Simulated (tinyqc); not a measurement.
Two-valley model of the transferred-electron effect. From one set of inputs to another, one input at a time. Computed by tinyqc, a small Python program. Command: `OMP_NUM_THREADS=1 python tinyqc.py 3029937 3029938 out.jsonl gunn ladder`. One thread of a shared host (Intel(R) Xeon(R) Processor @ 2.30GHz), about 0.02 s of CPU time with the checks.

Both kinds of valley share one electron temperature T_e, and each has a constant mobility.

The inputs printed are set A. Set A is modelled on GaN; the values taken over come from a set modelled on CdTe. Inputs not listed in the table keep their values of set A, so the rows need not describe a real material.

Inputs (values chosen for the exercise, modelled on GaN): central-valley mass m1 = 0.2 m_0; satellite-valley mass m2 = 0.43 m_0; satellite valleys Z = 6; valley separation dE = 1.1 eV; central-valley mobility mu1 = 950 cm^2/(V s); satellite-valley mobility mu2 = 64 cm^2/(V s); energy relaxation time tau_E = 0.09 ps; lattice temperature T = 77 K; electric field F = 24 kV/cm; mixing = 0.1; iteration cap = 600.

Solver: damped fixed point.

Constants: k_B = 8.617333262e-05 eV/K.

Method:
- Density-of-states ratio R = Z (m2/m1)^(3/2); n2/n1 = R exp(-dE/(k_B T_e)); mean mobility mu = (mu1 + mu2 n2/n1)/(1 + n2/n1); energy balance e mu F^2 = (3/2) k_B (T_e - T)/tau_E; v = mu F.
- Fixed point from T_e = T: T_out = T + (2/3) e mu(T_e) F^2 tau_E/k_B, T_new = T_e + mixing (T_out - T_e); stop when |T_out - T_e| is below 1e-6 K.
- Using T_e as the parameter, F(T_e) = sqrt(3 k_B (T_e - T)/(2 e mu tau_E)) and v = mu F; find the first maximum and the next minimum of v, and the most negative dv/dF between them.

Each row keeps all changes above it:
```
input moved                                 from     to  threshold field (kV/cm)  drift velocity (1e7 cm/s)  electron temperature T_e (K)
set A                                          -      -                   82.805                     2.2800                         458.0
valley separation dE (eV)                    1.1   0.48                   54.985                     2.2798                         458.0
satellite-valley mass m2 (m_0)              0.43   0.31                   69.938                     2.2799                         458.0
central-valley mass m1 (m_0)                 0.2  0.096                   47.182                     2.2796                         457.9
energy relaxation time tau_E (ps)           0.09   0.68                   17.165                     1.1957                        1586.7
electric field F (kV/cm)                      24     43                   17.165                     1.0738                        2505.9
satellite-valley mobility mu2 (cm^2/(V s))    64     73                   17.240                     1.0875                        2537.0
central-valley mobility mu1 (cm^2/(V s))     950   1100                   15.944                     1.1450                        2667.2
```

Threshold field goes from 82.8 to 15.9, a factor 0.193 in all. The largest single move comes from energy relaxation time tau_E (a factor 0.364), and satellite-valley mass m2 works against it (a factor 1.27). Drift velocity goes from 2.28 to 1.15, a factor 0.502 in all. The largest single move comes from energy relaxation time tau_E (a factor 0.525). Electron temperature T_e goes from 458 to 2670, a factor 5.82 in all. The largest single move comes from energy relaxation time tau_E (a factor 3.46). The single moves hold for this order of the switches; the total does not depend on the order.

Caution (rows set A): T_e at the threshold exceeds 3000 K, outside the range of a Maxwellian in parabolic valleys.

Extremes, crossings and ranges named in words are read from the listed rows.
